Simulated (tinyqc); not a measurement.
# Worked calculation: surface Green function of a two-leg ladder, Sancho-Rubio decimation

Computed by the program tinyqc: `OMP_NUM_THREADS=1 python tinyqc.py 2680017 2680018 out.jsonl`, one thread of a shared Intel Xeon 2.30GHz, about 0.06 s for the whole run. Printed values are rounded.

A semi-infinite lead of cells 0, 1, 2, ... with H0 inside a cell and H1 = <cell i|H|cell i + 1>. One rung (site 1 on leg a, site 2 on leg b) is a cell; all hoppings enter with a minus sign. z = E + i eta.

Inputs (values chosen for the exercise):
- ta = 2.9 eV (hopping along leg a)
- tb = 1.27 eV (hopping along leg b)
- tp = 2.16 eV (rung hopping)
- td = 0.66 eV (diagonal hopping from a to the next b)
- eb = 1.78 eV (site energy on leg b (0 on leg a))
- E = -5.35 eV (energy)
- eta = 0.05 eV (broadening)

## The blocks

Read off from the list of hoppings.

H0 (eV):
```
       1      2
1      0  -2.16
2  -2.16   1.78
```

H1 (eV):
```
      1      2
1  -2.9  -0.66
2     0  -1.27
```

## Round 1: decimation

Start with e_s = e = H0, a = H1, b = H1^dagger. Each round: g = (z - e)^(-1); e_s <- e_s + a g b; e <- e + a g b + b g a; a <- a g a; b <- b g b (all with the old a, b). Round k joins cells 2^k apart.

g (1/eV):
```
                     1                    2
1  -0.212933-0.002475i  -0.064499-0.001202i
2  -0.064499-0.001202i  -0.159782-0.001485i
```

e_s after round 1 (eV):
```
                   1                  2
1  -2.10727-0.02607i  -2.53148-0.00567i
2  -2.53148-0.00567i   1.52229-0.00239i
```

e after round 1 (eV):
```
                   1                  2
1  -3.89804-0.04689i  -3.17658-0.01484i
2  -3.17658-0.01484i   1.06370-0.00788i
```

a after round 1 (eV):
```
                   1                  2
1  -1.91422-0.02312i  -0.80713-0.01093i
2  -0.23755-0.00443i  -0.31177-0.00340i
```

b after round 1 (eV):
```
                   1                  2
1  -1.91422-0.02312i  -0.23755-0.00443i
2  -0.80713-0.01093i  -0.31177-0.00340i
```

## Round 2: decimation

As before.

g (1/eV):
```
                  1                 2
1  3.97229-4.12763i  1.99515-2.01714i
2  1.99515-2.01714i  0.84582-0.98680i
```

e_s after round 2 (eV):
```
                  1               2
1  19.7035-21.4988i  1.1641-3.6204i
2    1.1641-3.6204i  2.1436-0.6110i
```

e after round 2 (eV):
```
                  1                2
1  34.7516-38.1226i  8.4965-11.4704i
2   8.4965-11.4704i   5.4583-4.3194i
```

a after round 2 (eV):
```
                  1               2
1  19.1840-18.8810i  9.0719-8.9170i
2    3.2633-3.1781i  1.5378-1.5010i
```

b after round 2 (eV):
```
                  1               2
1  19.1840-18.8810i  3.2633-3.1781i
2    9.0719-8.9170i  1.5378-1.5010i
```

## Round 3: decimation

As before.

g (1/eV):
```
                     1                    2
1  -0.020105-0.010827i   0.027917-0.001540i
2   0.027917-0.001540i  -0.107699-0.012701i
```

e_s after round 3 (eV):
```
                   1                  2
1   8.53595-8.80239i  -0.73394-1.48327i
2  -0.73394-1.48327i   1.82108-0.25126i
```

e after round 3 (eV):
```
                  1               2
1  14.9540-15.6118i  2.5164-4.6964i
2    2.5164-4.6964i  3.2049-1.7690i
```

a after round 3 (eV):
```
                   1                  2
1  -9.43206+7.67042i  -4.45663+3.62052i
2  -1.60368+1.29104i  -0.75774+0.60938i
```

b after round 3 (eV):
```
                   1                  2
1  -9.43206+7.67042i  -1.60368+1.29104i
2  -4.45663+3.62052i  -0.75774+0.60938i
```

## Course of the decimation

Stop when the largest entry of a and b is below 1e-12 eV, or after 60 rounds. The last column is -Im Tr (z - e_s)^(-1)/pi. At the end g_s = (z - e_s)^(-1), and the bulk Green function is (z - e)^(-1).

Course of the iteration:
```
round  largest |a|, |b| (eV)  surface density of states (1/eV)
1                       1.91                        0.00662905
2                       26.9                        0.00709395
3                       12.2                         0.0123964
4                       5.80                         0.0202074
5                       2.88                         0.0314294
6                       1.50                         0.0555677
7                      0.752                         0.0849393
8                      0.155                         0.0784324
9                    6.39e-3                         0.0785728
10                   1.09e-5                         0.0785724
11                  3.16e-11                         0.0785724
12                   < 1e-12                         0.0785724
```

Converged in 12 rounds, which stand for 2^12 cells. E lies inside a band (1 open mode(s)), where only eta damps the waves, over about v/eta cells with v the group velocity in eV a cell.

## Self-energy, Dyson check and densities of states

converged surface Green function g_s (1/eV):
```
                     1                    2
1  -0.205243-0.208244i  -0.063331-0.088496i
2  -0.063331-0.088496i  -0.163739-0.038598i
```

converged bulk Green function (1/eV):
```
                     1                    2
1  -0.011935-0.199931i   0.036459-0.097240i
2   0.036459-0.097240i  -0.117055-0.049877i
```

Sigma = H1 g_s H1^dagger is what the lead adds to one more cell, and (z - H0 - Sigma)^(-1) must give g_s back. Densities of states: -Im of the diagonals over pi.

Sigma (eV):
```
                   1                  2
1  -2.03985-2.10691i  -0.37049-0.35828i
2  -0.37049-0.35828i  -0.26410-0.06225i
```

(z - H0 - Sigma)^(-1) (1/eV):
```
                     1                    2
1  -0.205243-0.208244i  -0.063331-0.088496i
2  -0.063331-0.088496i  -0.163739-0.038598i
```

```
orbital  surface density of states (1/eV)  bulk density of states (1/eV)
1                               0.0662863                      0.0636401
2                               0.0122861                      0.0158763
```

The surface cell holds 0.0786 states per eV against 0.0795 for a bulk cell.
